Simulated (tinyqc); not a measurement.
MOS inversion layer, Poisson-Schroedinger loop: effect of the extra shift of set B (strain).

Electrons confined at an insulator interface at z = 0, treated as a hard wall; parabolic valleys, Hartree approximation, no image or exchange terms. The depletion charge lies far deeper than the electrons and gives a uniform field q Nd/(eps0 eps_r); the gate balances all charge. Energies are counted from the band edge at the interface.

Schroedinger equation -(C/mz) psi'' + (V0 + U + dE for set B) psi = E psi, C = hbar^2/(2 m0), psi(0) = 0, on a uniform mesh of 800 nodes with a far wall at 30 nm, 8 levels a set; V0 = q Nd z/(eps0 eps_r); dU/dz = q (Ns - integral of n from 0 to z)/(eps0 eps_r), U(0) = 0; N_k = g md m0 q Vt/(pi hbar^2) ln(1 + exp((EF - E_k)/Vt)), g the number of valleys of the set, sum N_k = Ns. Triangular well: E_k = a_k (C F^2/mz)^(1/3), a_1 = 2.338107, a_2 = 4.087949, C = hbar^2/(2 m0), F in eV/nm. Fang-Howard (all electrons in the lowest level of set A): b^3 = 6 (mz1/C) q (Nd + 11 Ns/32)/(eps0 eps_r), centroid 3/b, level C b^2/(4 mz1) + (3/b) q (Nd + 11 Ns/16)/(eps0 eps_r). The centroid adds 3.9 z_av/eps_r to an oxide-equivalent thickness.

Inputs (values chosen for the exercise); masses and permittivity close to those of germanium (111):
- T = 77 K (temperature)
- eps_r = 15.8 (relative permittivity)
- mz1 = 1.56 m0 (mass along z of valley set A (1 valley(s)))
- md1 = 0.0833 m0 (in-plane density-of-states mass of set A)
- mz2 = 0.0904 m0 (mass along z of valley set B (3 valley(s)))
- md2 = 0.337 m0 (in-plane density-of-states mass of set B)
- Ns = 1.4e13 cm^-2 (sheet density of electrons)
- Nd = 2.2e11 cm^-2 (sheet density of depletion charge)

Constants: q = 1.602176634e-19 C, kB = 1.380649e-23 J/K, hbar = 1.054571817e-34 J s, m0 = 9.1093837015e-31 kg, Vt = kB T/q, eps0 = 8.8541878128e-14 F/cm where lengths are in cm, hbar^2/(2 m0) = 0.0380998212 eV nm^2. Results are converted to the units shown.

The same in every row: Fang-Howard centroid (nm) = 1.24.

Effect of the extra shift of set B (strain):
```
dE (eV)  A1 (meV)  B1 (meV)  EF (meV)  share of A1 (%)  share of set A (%)  centroid z_av (nm)  added oxide equivalent (nm)
-0.05         188       323       339             37.6                49.3                2.44                        0.603
-0.02         186       340       353             41.4                60.4                2.33                        0.575
0.01          184       359       365             44.8                75.1                2.22                        0.547
0.04          183       381       375             47.8                92.7                2.18                        0.537
0.07          183       408       379             48.8                99.8                2.18                        0.538
0.1           183       438       379             48.8                 100                2.18                        0.538
0.13          183       468       379             48.8                 100                2.18                        0.538
0.16          183       498       379             48.8                 100                2.18                        0.538
```

What does the comparison show?

As dE goes from -0.05 to 0.16, A1 falls from 188 to 183 meV, the share of A1 rises from 37.6 to 48.8 % and the centroid goes from 2.443 through a minimum of 2.177 (at dE = 0.04 among the rows listed) to 2.180 nm. The Fang-Howard centroid is 49 % below the full one in the first row, where A1 holds 37.6 %, and 43 % below it in the last, where A1 holds 48.8 %.

tinyqc, about 1 s, one thread, Intel Xeon 2.30GHz (shared host): `OMP_NUM_THREADS=1 python tinyqc.py 2160014 2160015 out.jsonl`
